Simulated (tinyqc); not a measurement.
Limits of the phonon part: Bloch-Grueneisen resistivity of a metal. Computed by tinyqc, a small Python program. Command: `OMP_NUM_THREADS=1 python tinyqc.py 3027576 3027577 out.jsonl bg walk`. One thread of a shared host (Intel(R) Xeon(R) Processor @ 2.30GHz), about 0.01 s of CPU time with the checks.

Electrons scatter from a Debye spectrum of phonons (n = 5 for scattering within one band, n = 3 for scattering into a second, heavy band) and from static defects.

Inputs (values chosen for the exercise, modelled on cobalt):
```
quantity                       value         unit
exponent n                         3            -
Debye temperature Theta          406            K
transport coupling lambda_tr    0.25            -
Drude plasma energy hbar w_p     6.6           eV
residual resistivity rho_0    0.0079  microohm cm
```

Addition: none.

Constants: k_B = 1.380649e-23 J/K; hbar = 1.054571817e-34 J s; eps_0 = 8.8541878128e-12 F/m; hbar = 6.582119569e-16 eV s.

Method:
- J_n(y) = int_0^y x^n e^x/(e^x - 1)^2 dx, by 96 Gauss-Legendre points (upper limit at most 60).
- rho_ph = (n - 1) rho_1 (T/Theta)^n J_n(Theta/T), with rho_1 = 2 pi lambda_tr k_B Theta/(hbar eps_0 w_p^2), the high-temperature line at T = Theta.
- Matthiessen's rule: rho = rho_0 + rho_ph.
- Low T: (n - 1) n! zeta(n) rho_1 (T/Theta)^n. High T: rho_1 (T/Theta) [1 - (n - 1)/(12 (n + 1)) (Theta/T)^2].

Resistivities (microohm cm):
```
T (K)      rho_ph   low-T law  straight line  line with correction   total rho
12     3.4932e-03  3.4932e-03          0.277                     -  1.1393e-02
20     1.6172e-02  1.6172e-02          0.462                     -  2.4072e-02
32     6.6167e-02  6.6241e-02          0.739                     -  7.4067e-02
49     2.3092e-01  2.3783e-01          1.132                     -  2.3882e-01
81     8.3786e-01  1.0743e+00          1.871                     -  8.4576e-01
140    2.3542e+00  5.5470e+00          3.234                 2.101  2.3621e+00
200    3.9238e+00  1.6172e+01          4.620                 3.827  3.9317e+00
320    6.9217e+00  6.6241e+01          7.392                 6.896  6.9296e+00
490    1.1003e+01  2.3783e+02         11.319                10.995  1.1011e+01
810    1.8517e+01  1.0743e+03         18.711                18.516  1.8525e+01
```

What does the comparison show, and why?

The low-T law holds to 10 % up to 49 K, the straight line from 320 K on. The local exponent of rho_ph falls from 3.00 to 1.04. Phonons overtake the residual resistivity between 12.0 and 20.0 K.

Extremes, crossings and ranges named in words are read from the listed rows.
